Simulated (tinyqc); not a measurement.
## Schottky barrier on an n-type semiconductor with a doping step, non-linear Poisson equation by Newton steps: Capacitance-voltage profiling

One dimension, metal at x = 0, donor density C(x) = N1 for x < x1 and Nd beyond. Energies are counted from the electron Fermi level of the semiconductor and the conduction-band edge is Ec = -psi, so n = Nc exp(psi/Vt); holes follow the Fermi level of the metal, at -V, so p = Nv exp((V - psi - Eg)/Vt). Ends: psi(0) = V - phiB and psi = Vt ln(Nd/Nc) deep inside. Boltzmann statistics, full ionisation, no current, no image force in the Poisson equation.

The Poisson equation d/dx(eps0 eps_r dpsi/dx) = -q (p - n + C) is solved on a mesh of about 1000 nodes or more that ends in neutral material. C_s = q d/dV of the integral of n over x, from the linearised equation. Probed depth w = eps0 eps_r/C_s; apparent doping N_app = C_s^3/(q eps0 eps_r dC_s/dV), the derivative by central differences over +/- 0.02 V.

Parameters, values chosen for the exercise; band and dielectric values close to those of silicon: temperature T = 300 K; band gap Eg = 1.13 eV; relative permittivity eps_r = 11.8; conduction-band density of states at T Nc = 2.79e19 cm^-3; valence-band density of states at T Nv = 2.6e19 cm^-3; donor density deep in the semiconductor Nd = 7.2e16 cm^-3; barrier height phiB = 0.75 eV; depth of the doping step x1 = 87 nm; donor density above the step N1 = 7.2e15 cm^-3.

Constants: q = 1.602176634e-19 C, kB = 1.380649e-23 J/K, Vt = kB T/q, eps0 = 8.8541878128e-14 F/cm where lengths are in cm. Results are converted to the units shown.

The same in every row: true C(w) (cm^-3) = 7.20e16.

Capacitance-voltage profiling:
```
V (V),C_s (nF/cm^2),w (nm),N_app (cm^-3),|E_0| (kV/cm)
0,79.8,131,7.14e16,58.1
-0.89,57.3,182,7.20e16,115
-1.78,47.0,222,7.20e16,159
-2.67,40.8,256,7.20e16,196
-3.56,36.6,286,7.20e16,229
-4.44,33.4,312,7.20e16,258
-5.33,31.0,337,7.20e16,286
-6.22,29.0,360,7.20e16,311
-7.11,27.4,382,7.20e16,335
-8,26.0,403,7.20e16,358
```

C_s falls from 79.8 to 26.0 nF/cm^2 while the probed depth goes from 131 to 403 nm. The apparent doping rises from 7.14e16 to 7.20e16 cm^-3. It departs most from the true doping at that depth for V = 0 V, where it is 0.78 % below it; so the doping is read well over the depths probed. The step lies inside the layer that is depleted at zero bias and is not seen.

Program tinyqc, `OMP_NUM_THREADS=1 python tinyqc.py 2020021 2020022 out.jsonl`; Intel Xeon 2.30GHz, shared host, one thread, about 0.07 s.
